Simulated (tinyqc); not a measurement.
# Frequency dispersion of an accumulation capacitance by border traps, distributed model, step by step

Computed by the program tinyqc: `OMP_NUM_THREADS=1 python tinyqc.py 2202079 2202080 out.jsonl`, one thread of a shared Intel Xeon 2.30GHz, about 0.3 s for the whole run. Printed values are rounded.

Traps spread evenly through the insulator exchange electrons with the semiconductor by tunnelling, with tau(x) = t0 exp(2 ka x) at depth x from the interface. The admittance per area Y seen at depth x obeys dY/dx = -Y^2/(i w eps0 eox) + q Nb ln(1 + i w tau)/tau, with Y(0) = i w Cs and w = 2 pi f; the gate sees Y(tox) = G + i w C. Working variable y = Y/(i w), in uF/cm^2. Cox = eps0 eox/tox.

Values chosen for this exercise; permittivity close to that of zirconium oxide:
```
symbol   value         unit                                               meaning
eox       22.9                             relative permittivity of the insulator
tox        3.8           nm                                   insulator thickness
Cs         2.1      uF/cm^2             semiconductor capacitance in accumulation
Nb      1.4e19  cm^-3 eV^-1                               density of border traps
ka         3.7         1/nm  decay constant of the wave function in the insulator
t0       8e-11            s              time constant of a trap at the interface
f          1e6           Hz                                             frequency
xe         1.7           nm               depth down to which the steps are taken
```

Constants: q = 1.602176634e-19 C, eps0 = 8.8541878128e-14 F/cm where lengths are in cm. Results are converted to the units shown.

## Scales and lumped estimate

Cox; trap-free value 1/(1/Cox + 1/Cs); response depth d = ln(1/(w t0))/(2 ka), where w tau = 1; lumped estimate: all traps within d act as C_bt = q Nb d placed at d/2, so C = 1/{1/[1/(1/Cs + d/(2 eps0 eox)) + C_bt] + (tox - d/2)/(eps0 eox)}.

Cox = 5.335813 uF/cm^2
trap-free C = 1.506924 uF/cm^2
d = 1.026433 nm
C_bt = 0.2302339 uF/cm^2
lumped C = 1.634809 uF/cm^2

The traps within reach amount to 0.110 Cs and lie in the first 27.0 % of the insulator.

## Midpoint steps through the active depth

In terms of y: dy/dx = -y^2/(eps0 eox) + s(x), s = q Nb ln(1 + z)/z, z = i w tau. 11 midpoint steps of h = xe/11: y_half = y + (h/2) y'(x, y), y(new) = y + h y'(x + h/2, y_half).

```
point,x (nm),s (uF/(cm^2 nm)),y (uF/cm^2)
0,0,0.2243047-0.0000564i,2.100000+0.000000i
1,0.1545455,0.2243045-0.0001769i,2.101035-0.000015i
2,0.3090909,0.2243029-0.0005552i,2.102038-0.000063i
3,0.4636364,0.2242867-0.0017420i,2.103008-0.000211i
4,0.6181818,0.2241273-0.0054609i,2.103939-0.000677i
5,0.7727273,0.2225790-0.0169598i,2.104765-0.002134i
6,0.9272727,0.2091219-0.0484520i,2.104841-0.006557i
7,1.081818,0.1466217-0.0881929i,2.099823-0.017322i
8,1.236364,0.0646339-0.0747395i,2.082141-0.030163i
9,1.390909,0.0227299-0.0408093i,2.055481-0.037870i
10,1.545455,0.0074638-0.0185038i,2.025759-0.040924i
11,1.7,0.0024009-0.0076517i,1.995612-0.041500i
```

## Capacitance and conductance at the gate

y at xe = 1.995612-0.041500i uF/cm^2

Beyond xe the traps are ignored, so 1/y(tox) = 1/y(xe) + (tox - xe)/(eps0 eox); C = Re y, G/w = -Im y, loss tangent G/(w C).

y at the gate = 1.653897-0.028501i uF/cm^2
C = 1.653897 uF/cm^2
G/w = 0.02850060 uF/cm^2
loss tangent = 0.01723239

A fine integration over the whole insulator gives C = 1.6542 and G/w = 0.02935 uF/cm^2; the coarse G/w is 2.9 % below that. The fine C is 9.8 % above the trap-free value, and the lumped estimate is 1.2 % below the fine result.
